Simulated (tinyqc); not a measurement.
Quasi-harmonic thermal expansion with mode Grueneisen parameters: one step, computed by the program tinyqc.

A crystal with two atoms a cell; per atom there are 1 transverse acoustic (TA), 1/2 longitudinal acoustic (LA) and 3/2 optical (O) modes. Every frequency of group i scales as nu_i (V/V0)^(-gamma_i). The acoustic groups have Debye spectra, density 3 nu^2/nu_i^3 up to nu_i (40 Gauss-Legendre points); the optical group has one frequency. Static energy: E = (9 V0 B0/16) [y^3 B' + y^2 (2 - 4 y)], y = (V0/V)^(2/3) - 1, with pressure P_s = (3 B0/2) (z^7 - z^5) [1 + (3/4)(B' - 4)(z^2 - 1)], z = (V0/V)^(1/3).

Task: Properties at the equilibrium volume. For a mode with x = h nu/(k_B T), n = 1/(exp(x) - 1): U = h nu (n + 1/2), C/k_B = x^2 n (n + 1); U_i and C_i sum these over group i with its weight per atom. Phonon pressure P_ph = sum_i gamma_i U_i/V. B_T = -V d(P_s + P_ph)/dV at fixed T (central difference, step 1e-4 V); alpha_V = sum gamma_i C_i k_B/(B_T V), all at V(T); the linear coefficient is alpha_L = alpha_V/3. C_P - C_V = alpha_V^2 B_T V T; the optical frequency is nu_O (V/V0)^(-gamma_O).

Inputs (values chosen for the exercise, modelled on gallium nitride):
```
quantity                        value             unit
static volume V0                 11.4  angstrom^3/atom
static bulk modulus B0            196              GPa
static B'                        4.13                -
frequency nu_TA                   5.5              THz
frequency nu_LA                  9.64              THz
frequency nu_O                     19              THz
Grueneisen parameter gamma_TA  0.0083                -
Grueneisen parameter gamma_LA    0.99                -
Grueneisen parameter gamma_O      1.3                -
temperature T                     120                K
```

Acoustic groups: Debye.

volume V(T) = 11.46978 angstrom^3/atom

Constants: h x 1 THz = 4.135667696 meV; k_B = 8.617333262e-05 eV/K; 1 eV/angstrom^3 = 160.2176634 GPa.

Give: volume change from V0; isothermal bulk modulus B_T; linear expansion coefficient; C_V; C_P - C_V; optical frequency at V(T).

Result:

volume change from V0 = 0.6121 %

isothermal bulk modulus B_T = 193.7 GPa

linear expansion coefficient = 0.6777 ppm/K

C_V = 1.104 k_B/atom

C_P - C_V = 7.983e-05 k_B/atom

optical frequency at V(T) = 18.85 THz
